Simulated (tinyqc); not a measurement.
Changing the mass of B: collinear exchange A + BC -> AB + C on a London-Eyring-Polanyi-Sato surface: saddle, string of images and rate. Computed by tinyqc, a small Python program. Command: `OMP_NUM_THREADS=1 python tinyqc.py 3113961 3113962 out.jsonl leps sweep`. One thread of a shared host (Intel(R) Xeon(R) Processor @ 2.30GHz), about 0.3 s of CPU time with the checks.

x = r(AB), y = r(BC), r(AC) = x + y. V is counted from separated atoms, the barrier from A + BC, that is V + D(BC).

Inputs (values chosen for the exercise, for a model exchange):

| quantity | value | unit |
|---|---|---|
| D(AB) | 3.78 | eV |
| r0(AB) | 1.1 | angstrom |
| beta(AB) | 1.72 | 1/angstrom |
| D(BC) | 3.22 | eV |
| r0(BC) | 0.893 | angstrom |
| beta(BC) | 1.86 | 1/angstrom |
| D(AC) | 3.07 | eV |
| r0(AC) | 1.52 | angstrom |
| beta(AC) | 1.91 | 1/angstrom |
| Sato parameter S | 0.087 | - |
| mass of A | 19 | u |
| mass of C | 1.008 | u |
| temperature T | 1200 | K |
| step of the string | 0.015 | angstrom^2/eV |

Constants: nu for 1 eV/(angstrom^2 u) = 15.6333042 THz; h x 1 THz = 4.135667696 meV; k_B = 1.380649e-23 J/K; u = 1.6605390666e-27 kg; k_B = 8.617333262e-05 eV/K.

Method:
- For each pair, with u = exp(-beta (r - r0)): Q = D [(3 + S) u^2 - (2 + 6 S) u]/(4 (1 + S)), J = D [(1 + 3 S) u^2 - (6 + 2 S) u]/(4 (1 + S)); V = Q1 + Q2 + Q3 - sqrt(((J1 - J2)^2 + (J2 - J3)^2 + (J3 - J1)^2)/2).
- String of 9 images between the fixed ends (r0(AB) + 2, r0(BC)) and (r0(AB), r0(BC) + 2), started on the two straight legs through (r0(AB) + 0.3, r0(BC) + 0.3): each iteration moves the inner images by -step x gradient (central differences) and spaces them evenly again along the broken line (coordinates are kept between 0.2 and 8 angstrom); stop when no coordinate changes by more than 1e-5 angstrom, at most 400 iterations.
- From the highest inner image, z -> z - H^-1 g with gradient g and Hessian H by central differences, steps capped at 0.15 angstrom, 12 steps.
- Wilson matrix G = [[1/m_A + 1/m_B, -1/m_B], [-1/m_B, 1/m_B + 1/m_C]]; eigenvalues lambda of G H give nu = 15.6333042 THz x sqrt(|lambda|), the negative one being imaginary. Reactant: nu_BC from k = 2 D beta^2 and 1/m_B + 1/m_C. Skew angle: cos = sqrt(m_A m_C/((m_A + m_B)(m_B + m_C))).
- One-dimensional rate constant without tunnelling, k = sqrt(k_B T/(2 pi mu)) [sinh(h nu_BC/(2 k_B T))/sinh(h nu_s/(2 k_B T))] exp(-barrier/(k_B T)) with mu = m_A (m_B + m_C)/(m_A + m_B + m_C); Wigner factor 1 + (h nu_i/(k_B T))^2/24; adiabatic barrier = barrier + h (nu_s - nu_BC)/2.

One run for each value:

| mass of B (u) | rate constant k (cm/s) | adiabatic barrier (eV) | imaginary frequency (THz) | skew angle (degrees) |
|---|---|---|---|---|
| 1.008 | 12949 | 0.22814 | 48.626 | 46.444 |
| 2.014 | 8126 | 0.25670 | 35.308 | 56.690 |
| 3.016 | 6467 | 0.26721 | 29.544 | 62.293 |
| 6.000 | 4641 | 0.27835 | 22.307 | 70.693 |
| 12.000 | 3552 | 0.28426 | 17.523 | 77.412 |
| 19.000 | 3088 | 0.28649 | 15.382 | 80.868 |

Over the rows, rate constant k (cm/s) falls from 12900 to 3090 (exponent d ln y / d ln x -0.67 between the first rows and -0.30 between the last); adiabatic barrier (eV) rises from 0.228 to 0.286 (exponent d ln y / d ln x 0.17 between the first rows and 0.017 between the last); imaginary frequency (THz) falls from 48.6 to 15.4 (exponent d ln y / d ln x -0.46 between the first rows and -0.28 between the last).

Extremes, crossings and ranges named in words are read from the listed rows.
